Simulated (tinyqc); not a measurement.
Special k points of the fcc lattice, step by step. Values are carried at full precision from step to step, so a last printed digit may differ when a step is redone from the rounded ones.

Lattice vectors in units of a: a1 = (0, 1/2, 1/2), a2 = (1/2, 0, 1/2), a3 = (1/2, 1/2, 0); reciprocal vectors b_i with a_i . b_j = 2 pi delta_ij. Mesh: k = sum_i f_i b_i with f_i = (2 j_i + shift)/(2 N), j_i = 0 .. N-1. The point group of the lattice has 48 operations; only those that map the mesh onto itself are used.

Parameters, chosen for this exercise:
```
symbol  value  unit  meaning
N       6            points along each reciprocal vector
shift   0            half steps
D       0.81   eV    half gap term
t       0.39   eV    coupling
e0      2.57   eV    offset
```

## Irreducible points and weights

Join points that an operation carries into one another (modulo reciprocal vectors); list each class by its first point in the order of (j1, j2, ...).

Irreducible points:
```
f1          f2      f3  weight
0.0000  0.0000  0.0000       1
0.0000  0.0000  0.1667       8
0.0000  0.0000  0.3333       8
0.0000  0.0000  0.5000       4
0.0000  0.1667  0.1667       6
0.0000  0.1667  0.3333      24
0.0000  0.1667  0.5000      24
0.0000  0.1667  0.6667      24
0.0000  0.1667  0.8333      12
0.0000  0.3333  0.3333       6
0.0000  0.3333  0.5000      24
0.0000  0.3333  0.6667      12
0.0000  0.5000  0.5000       3
0.1667  0.3333  0.5000      24
0.1667  0.3333  0.6667      24
0.1667  0.5000  0.6667      12
```

operations that keep the mesh = 48
irreducible points = 16

The weights add up to 216 = N^3; symmetry saves a factor 13.5.

## Which stars the mesh integrates

A_m(k) = sum over the m-th star of lattice vectors R of cos(k . R), stars in order of length: m = 1: |R|^2 = 0.5, 12 vectors, such as (1, 0, 0) in the basis a_i; m = 2: |R|^2 = 1, 6 vectors, such as (1, 1, -1) in the basis a_i; m = 3: |R|^2 = 1.5, 24 vectors, such as (2, 0, -1) in the basis a_i; m = 4: |R|^2 = 2, 12 vectors, such as (2, 0, 0) in the basis a_i; m = 5: |R|^2 = 2.5, 24 vectors, such as (2, 1, -1) in the basis a_i; m = 6: |R|^2 = 3, 8 vectors, such as (3, -1, -1) in the basis a_i. The zone mean of every A_m is zero.

Lattice vectors in units of a: a1 = (0, 1/2, 1/2), a2 = (1/2, 0, 1/2), a3 = (1/2, 1/2, 0); f are fractions of the reciprocal vectors. Evaluate the first six A_m at each irreducible point (k . R = 2 pi sum f_i n_i) and form the weighted means.

A_m at the points, rows 1, 2, 3, 4, 5, 6, 7, 8, 9, 10, 11, 12, 13, 14, 15, 16; columns m=1, m=2, m=3, m=4, m=5, m=6:
```
[[12.000, 6.000, 24.000, 12.000, 24.000, 8.000],
 [9.000, 3.000, 9.000, 3.000, 0.000, 1.000],
 [3.000, -3.000, -3.000, 3.000, -12.000, -1.000],
 [0.000, -6.000, 0.000, 12.000, 0.000, -8.000],
 [8.000, 3.000, 4.000, 0.000, 4.000, -4.000],
 [3.000, 0.000, -6.000, -3.000, 0.000, -2.000],
 [-1.000, -3.000, 1.000, 3.000, 4.000, -1.000],
 [0.000, -3.000, 0.000, 0.000, 0.000, 4.000],
 [5.000, 0.000, -2.000, -3.000, -8.000, 2.000],
 [0.000, 3.000, -12.000, 0.000, 12.000, -4.000],
 [-3.000, 3.000, -3.000, 3.000, 0.000, 1.000],
 [-3.000, 0.000, 6.000, -3.000, 0.000, 2.000],
 [-4.000, 6.000, -8.000, 12.000, -8.000, 8.000],
 [-1.000, 0.000, -2.000, -3.000, 4.000, 2.000],
 [-3.000, 0.000, 6.000, -3.000, 0.000, -2.000],
 [-4.000, 3.000, 4.000, 0.000, -8.000, -4.000]]
```

weighted means: m=1 0.000, m=2 0.000, m=3 0.000, m=4 0.000, m=5 0.000, m=6 0.000

All six means vanish: the mesh is exact for functions whose Fourier series ends within these stars.

## A zone average from the irreducible points

Test function, the lower band of a two-band insulator: E(k) = -sqrt(D^2 + (e0 - t A_1(k))^2).

Lattice vectors in units of a: a1 = (0, 1/2, 1/2), a2 = (1/2, 0, 1/2), a3 = (1/2, 1/2, 0). Evaluate E at each point and take the weighted mean; the reference uses the unshifted mesh with N = 24.

E at the points (eV): [-2.2601, -1.2408, -1.6174, -2.6946, -0.9791, -1.6174, -3.0688, -2.6946, -1.0200, -2.6946, -3.8267, -3.8267, -4.2087, -3.0688, -3.8267, -4.2087]

weighted mean = -2.8413 eV
reference mean = -2.8384 eV

The error is -2.92 meV with 16 points.

## Checks

- Weighted mean over irreducible points against the plain mean over the whole mesh (eV): both -2.841267.
- Reference mean against a mesh of N = 30 (eV): both -2.8384.

Run: tinyqc, `OMP_NUM_THREADS=1 python tinyqc.py 1682154 1682155 out.jsonl`; Intel(R) Xeon(R) Processor @ 2.30GHz, one thread, shared host; about 0.1 s of CPU time with all checks.
